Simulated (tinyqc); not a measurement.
Wannier-Stark ladder of a miniband: sweeps and comparisons. A value that a table varies takes the place of the one given here.

One state in each well j = -(Nw - 1)/2 ... (Nw - 1)/2: H_jj = j e F d, H_(j,j+1) = -W/4; 1 kV/cm = 0.01 meV/angstrom. In an infinite chain the levels are j e F d and the state of well 0 has amplitude J_j(x) in size on well j, x = W/(2 e F d).

Constants: hbar = 6.58211957e-16 eV s.

Parameters, chosen for this exercise (near those of a GaAs/AlGaAs superlattice; the results hold for these values, not for the real material):
- W = 10 meV (miniband width)
- d = 98 angstrom (period)
- Nw = 9 (wells)
- Fs = (1.2, 1.6, 2.2, 3.1, 4.8, 8.1, 18) kV/cm (fields)
- G = 2 meV (hbar/tau)
- F = 3.6 kV/cm (field)

## Raising the field

Infinite-chain weights beside the middle spacing of the finite stack.

Results:
```
F (kV/cm)  e F d (meV)      x  J_0^2  J_1^2  J_2^2  middle spacing/(e F d)
1.2               1.18  4.252  0.136  0.024  0.087                  1.2431
1.6               1.57  3.189  0.101  0.071  0.234                  1.0670
2.2               2.16  2.319  0.002  0.288  0.174                  1.0105
3.1               3.04  1.646  0.184  0.329  0.072                  1.0010
4.8               4.70  1.063  0.543  0.211  0.016                  1.0000
8.1               7.94  0.630  0.816  0.090  0.002                  1.0000
18               17.64  0.283  0.960  0.020  0.000                  1.0000
```

J_0 vanishes at x = 2.405, F = 2.1 kV/cm, where the line at j = 0 disappears; J_0^2 overtakes J_1^2 for good at x = 1.435, F = 3.6 kV/cm, and reaches 0.96 in the last row. The 9 wells reproduce the middle spacing of the even ladder to 1 % from 3.1 kV/cm on, where the swing W/(e F d) = 2x is 3.3 periods. The lines are seen apart only where e F d exceeds their width, usually a few meV.

## Drift velocity with scattering

Esaki-Tsu: v = v0 y/(1 + y^2), y = e F d/G, v0 = W d/(2 hbar), at zero temperature; 1 angstrom/s = 1e-8 cm/s, 1 kV/cm = 0.01 meV/angstrom. The last column is dv/dF in cm^2/(V s).

Results:
```
y    F (kV/cm)  v (1e6 cm/s)  dv/dF
0.1       0.20          0.74   3540
0.3       0.61          2.05   2794
0.6       1.22          3.28   1262
1.0       2.04          3.72      0
1.5       3.06          3.44   -432
2.5       5.10          2.57   -364
4.0       8.16          1.75   -189
```

v0 = 7.44 x 1e6 cm/s
field at y = 1 = 2.04 kV/cm

The velocity peaks at v0/2 = 3.72 x 1e6 cm/s at 2.04 kV/cm and then falls: negative differential velocity, steepest at y = sqrt3 with -v0/(8 Fc) = -456 cm^2/(V s). The low-field mobility is v0/Fc = 3648 cm^2/(V s). At the peak the swing is W/G = 5.0 periods, so the semiclassical picture holds.

## What each parameter does

e F d, x, J_0(x)^2 and the lowest level of the finite stack. Each row changes one parameter from the base and keeps the others.

Results:
```
case             e F d (meV)      x  J_0^2  lowest level (meV)
base                    3.53  1.417  0.311              -15.59
W = 8 meV               3.53  1.134  0.495              -15.11
d = 90 angstrom         3.24  1.543  0.238              -14.53
F = 2.52 kV/cm          2.47  2.025  0.044              -11.76
Nw = 11                 3.53  1.417  0.311              -19.12
```

The largest shifts from the base row, up to three for each result and ties (the steps differ in size, so this ranks the rows, not the parameters). e F d (meV): F -1.06, d -0.29; unchanged at the printed digits by W and Nw. x: F +0.607, W -0.283, d +0.126; unchanged at the printed digits by Nw. J_0^2: F -0.267, W +0.184, d -0.073; unchanged at the printed digits by Nw. lowest level (meV): F +3.83, Nw -3.53, d +1.06.

Computed by tinyqc, a small Python program: `OMP_NUM_THREADS=1 python tinyqc.py 1250239 1250240 out.jsonl` (the numbers bound the seed that draws the inputs); one thread of a shared host (Intel(R) Xeon(R) Processor @ 2.30GHz), about 0.01 s for the whole set of steps.
